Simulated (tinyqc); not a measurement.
Free and trapped electrons in a MOS channel with a dense trap tail: two steps of the calculation.

p-type body, charge-sheet picture, full ionisation (an idealisation for deep acceptors), Boltzmann statistics for free electrons. e = Ec - EF at the surface. Acceptor-like traps of density D(E) = D0 + De exp(-E/Ew) at depth E below Ec, from 0 to Eu, hold n_t = integral of D(E)/(1 + exp((e - E)/Vt)). psi = Eg - Vt ln(Nv/Na) - e; N_dep = sqrt(2 eps0 eps_r Na (psi - Vt)/q); n_f = sqrt(N_dep^2 + 2 eps0 eps_r Vt Nc exp(-e/Vt)/q) - N_dep; Vg = Vfb + psi + q (N_dep + n_t + n_f)/Cox, Cox = eps0 eox/tox.

Values chosen for this exercise; band and dielectric values close to those of 4H silicon carbide:
- T = 400 K (temperature)
- Eg = 3.21 eV (band gap)
- eps_r = 9.67 (relative permittivity)
- Nc = 2.66e19 cm^-3 (conduction-band density of states at T)
- Nv = 3.91e19 cm^-3 (valence-band density of states at T)
- eox = 3.9 (relative permittivity of the insulator)
- tox = 40 nm (insulator thickness)
- Na = 2.5e16 cm^-3 (acceptor density)
- Vfb = -2.73 V (flat-band voltage without trapped charge)
- D0 = 1.3e11 cm^-2 eV^-1 (constant background density of acceptor-like traps)
- De = 6.9e13 cm^-2 eV^-1 (density of the tail at the conduction edge)
- Ew = 0.1 eV (decay energy of the tail)
- Eu = 0.92 eV (depth below Ec down to which the traps reach)
- mf = 83 cm^2/(V s) (mobility of free electrons)
- e = 0.198 eV (Ec - EF at the surface)

Constants: q = 1.602176634e-19 C, kB = 1.380649e-23 J/K, Vt = kB T/q, eps0 = 8.8541878128e-14 F/cm where lengths are in cm. Results are converted to the units shown.

Problem 1. Trapped charge. Trapezoid rule on 14 equal steps from 0 to Eu, f = 1/(1 + exp((e - E)/Vt)).

Give: E; D(E) f; n_t.

Solution 1.

```
point   E (eV)  D(E) f (cm^-2 eV^-1)
0            0              2.206e11
1      0.06571              7.569e11
2       0.1314              2.363e12
3       0.1971              4.809e12
4       0.2629              4.435e12
5       0.3286              2.652e12
6       0.3943              1.463e12
7       0.4600              8.232e11
8       0.5257              4.895e11
9       0.5914              3.163e11
10      0.6571              2.266e11
11      0.7229              1.801e11
12      0.7886              1.559e11
13      0.8543              1.435e11
14      0.9200              1.370e11
```

n_t = 1.248e12 cm^-2

Problem 2. Charges and gate voltage. psi, N_dep, n_f and Vg as defined, with the n_t given; free share n_f/(n_f + n_t); apparent mobility mf n_f/(n_f + n_t); gate voltage spent on traps q n_t/Cox.

n_t = 1.2480846e12 cm^-2

Wanted: psi; N_dep; n_f; Vg; free share; apparent mobility; gate voltage spent on traps.

Solution 2.

psi = 2.7585 V
N_dep = 8.5314e11 cm^-2
n_f = 1.8191e10 cm^-2
Vg = 3.9619 V
free share = 1.4366 %
apparent mobility = 1.1924 cm^2/(V s)
gate voltage spent on traps = 2.3163 V

Computed by the program tinyqc: `OMP_NUM_THREADS=1 python tinyqc.py 2222002 2222003 out.jsonl`, one thread of a shared Intel Xeon 2.30GHz, about 0.02 s for the whole run.
